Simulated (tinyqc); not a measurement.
Inside a calculation. Method: plane-wave Kohn-Sham cycle with exchange-only LDA in a layered model solid. Computed by tinyqc, a small Python program that keeps every step. Settings: points = 16, plane-wave index or count = 3, electrons = 2, k points = 1, area = 9.0, mixing = 0.1, iteration cap = 73. Command: `OMP_NUM_THREADS=1 python tinyqc.py 30685 30686 out.jsonl` (the two numbers bound the seeds that draw the settings). One thread of a shared host (Intel(R) Xeon(R) Processor @ 2.60GHz), about 0.01 s of CPU time with the checks.

A solid whose potential varies along x alone (atomic units):
```
parameter                      value
period a                   18.000000
cross-section of the cell   9.000000
electrons per cell                 2
grid points                       16
plane waves -n..n, n               3
k points                           1
V1 in V1 cos(2 pi x/a)     -0.460000
V2 in V2 cos(4 pi x/a)      0.120000
```

Stop when sqrt(dV sum R^2) is below 1e-8, dV = a A/N.

Course of the cycle:
```
iteration  E (hartree)  norm of the residual
1           -0.9118706              2.02e-01
2           -0.6325214              1.28e-01
3           -0.5168047              9.60e-02
4           -0.4835847              8.62e-02
5           -0.4688696              7.16e-02
6           -0.4597452              5.64e-02
7           -0.4541395              4.37e-02
8           -0.4508020              3.35e-02
9           -0.4488625              2.55e-02
10          -0.4477548              1.93e-02
11          -0.4471294              1.46e-02
...                ...                   ...
63          -0.5401051              1.63e-01
64          -0.5400615              1.63e-01
65          -0.5400221              1.63e-01
66          -0.5401068              1.63e-01
67          -0.5400313              1.63e-01
68          -0.5400587              1.63e-01
69          -0.5400856              1.63e-01
70          -0.5400285              1.63e-01
71          -0.5400805              1.63e-01
72          -0.5400598              1.63e-01
73          -0.5400447              1.63e-01
```

Can the last value be used, and what does the course show?

Not by the stop rule. Not converged within 73 iterations: the residual has stopped falling. Reruns (cap 100 unless said): mixing 0.5, Kerker q0 1.0: not converged; mixing 0.3, Pulay depth 5: converged in 32 (E = -0.44632); the original settings with a cap of 400: not converged.
